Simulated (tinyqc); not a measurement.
Gate voltage for a given inversion charge.

Inverse problem. p-type body, charge-sheet picture, depletion and inversion only, full ionisation (an idealisation for deep acceptors), Boltzmann statistics (rough once Na exp(x - xn) passes about Nc/7). In units of Vt: xg = (Vg - Vfb)/Vt, x = psi/Vt, G = gamma/sqrt(Vt), xn = (2 phiF + Vc)/Vt. The implicit equation is (xg - x)^2 = G^2 [x - 1 + exp(x - xn)] for x above about 3. Cox = eps0 eox/tox. ni = sqrt(Nc Nv) exp(-Eg/(2 Vt)), Eg in volts; phiF = Vt ln(Na/ni); gamma = sqrt(2 q eps0 eps_r Na)/Cox. N_inv = (Cox Vt G/q) [sqrt(x - 1 + exp(x - xn)) - sqrt(x - 1)]. Find x - xn, psi and Vg.

Values chosen for this exercise; band and dielectric values close to those of germanium: temperature T = 300 K; band gap Eg = 0.648 eV; relative permittivity eps_r = 15.9; conduction-band density of states at T Nc = 1.03e19 cm^-3; valence-band density of states at T Nv = 5.99e18 cm^-3; relative permittivity of the gate insulator (close to silicon dioxide) eox = 3.9; insulator thickness tox = 9 nm; acceptor density Na = 1.2e18 cm^-3; flat-band voltage Vfb = -0.43 V; channel-body voltage Vc = 0 V.

Constants: q = 1.602176634e-19 C, kB = 1.380649e-23 J/K, Vt = kB T/q, eps0 = 8.8541878128e-14 F/cm where lengths are in cm. Results are converted to the units shown.

N_inv = 1.8e11 cm^-2

Answer. N_inv rises steadily with x, so it fixes x; the implicit equation then gives xg directly.

x - xn = 0.8335
psi = 0.5724 V
Vg = 1.635 V

Computed by the program tinyqc: `OMP_NUM_THREADS=1 python tinyqc.py 2122161 2122162 out.jsonl`, one thread of a shared Intel Xeon 2.30GHz, about 0.01 s for the whole run.
